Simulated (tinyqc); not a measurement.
Inside a calculation. Method: RHF in the sto-6g basis, for HeH+, spin multiplicity 1. One step of it, computed by the program tinyqc.

Problem. Iteration 2: building the Fock matrix. J_ij = sum D_kl (ij|kl), K_ij = sum D_kl (ik|jl); F = H + J - 0.5 K; E = tr D H + tr D J / 2 - 0.25 tr D K + E_nn.

D after iteration 1:
```
          1He 1s     2H 1s
1He 1s  1.146618  0.553942
2H 1s   0.553942  0.479938
```

core Hamiltonian H = T + V (hartree):
```
           1He 1s      2H 1s
1He 1s  -2.429987  -0.827633
2H 1s   -0.827633  -1.412547
```

Two-electron integrals (ij|kl) in chemists' order, unique and non-zero (hartree):
```
(11|11) 1.056248   (21|11) 0.253639   (21|21) 0.080691   (22|11) 0.459370
(22|21) 0.201159   (22|22) 0.774999
```

nuclear repulsion = 0.96126650 hartree

Give: Coulomb J; exchange K; Fock matrix F; total energy of this density.

Solution.

Coulomb J (hartree):
```
        1He 1s   2H 1s
1He 1s  1.7126  0.4768
2H 1s   0.4768  1.1215
```

exchange K (hartree):
```
        1He 1s   2H 1s
1He 1s  1.5308  0.6865
2H 1s   0.6865  0.6873
```

Fock matrix F (hartree):
```
         1He 1s    2H 1s
1He 1s  -1.4828  -0.6941
2H 1s   -0.6941  -0.6347
```

total energy of this density = -2.616223 hartree

This density is a damped mixture and is not idempotent.
